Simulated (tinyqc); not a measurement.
sp3s* tight binding: one step. Levels at this k. The numbers come from values chosen for the exercise (near a published set for Si, fitted to gaps, whose masses and valley positions are rough; spin-orbit coupling, where it is added without a refit, lifts the valence top and shrinks all gaps by about a third of the splitting).

H(k) (eV), rows sa, xa, ya, za, s*a, sc, xc, yc, zc, s*c and columns alike:
```
[[-4.202000, 0, 0, 0, 0, -0.260992, 5.720176i, 0, 0, 0],
 [0, 1.718000, 0, 0, 0, -5.720176i, 0.053995, 0, 0, -5.382343i],
 [0, 0, 1.718000, 0, 0, 0, 0, 0.053995, 4.563747i, 0],
 [0, 0, 0, 1.718000, 0, 0, 0, 4.563747i, 0.053995, 0],
 [0, 0, 0, 0, 6.680000, 0, 5.382343i, 0, 0, 0],
 [-0.260992, 5.720176i, 0, 0, 0, -4.202000, 0, 0, 0, 0],
 [-5.720176i, 0.053995, 0, 0, -5.382343i, 0, 1.718000, 0, 0, 0],
 [0, 0, 0.053995, -4.563747i, 0, 0, 0, 1.718000, 0, 0],
 [0, 0, -4.563747i, 0.053995, 0, 0, 0, 0, 1.718000, 0],
 [0, 5.382343i, 0, 0, 0, 0, 0, 0, 0, 6.680000]]
```

Question. Diagonalise H, which belongs to k = (0.98, 0, 0) (2 pi/a). Four bands are filled (two electrons each); give the make-up of band 5, the lowest empty one.

Give: levels; weights of band 5; weight of band 5 on atom a.

Answer.

levels (eV): [-8.4186, -8.1210, -2.8461, -2.8461, 1.5555, 1.6835, 6.2821, 6.2821, 10.8405, 10.8521]

weights of band 5: s 0.300, p 0.333, s* 0.367

weight of band 5 on atom a = 0.500

The vertical gap at this k is 4.4016 eV; band 5 is mostly s*-like.

(tinyqc, `OMP_NUM_THREADS=1 python tinyqc.py 1451659 1451660 out.jsonl`, Intel(R) Xeon(R) Processor @ 2.30GHz, 1 thread, shared host, about 0.1 s.)
